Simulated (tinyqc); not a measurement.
Inside a calculation. Method: Hubbard chain of 2 sites. One step of it, computed by the program tinyqc.

Question. The many-body Hamiltonian. Basis: all placements (u, d, 2, 0 on each site), up operators ordered before down ones; hops carry the sign of the same-spin electrons passed.

one-body matrix (hopping and site energies) (eV):
```
           1          2
1   0.420000  -1.130000
2  -1.130000  -0.170000
```

U = 6.700000 eV

electrons, up and down: 1  1

Give: H.

Answer.

H (eV):
```
        20      ud      du      02
20   7.540  -1.130  -1.130   0.000
ud  -1.130   0.250   0.000  -1.130
du  -1.130   0.000   0.250  -1.130
02   0.000  -1.130  -1.130   6.360
```
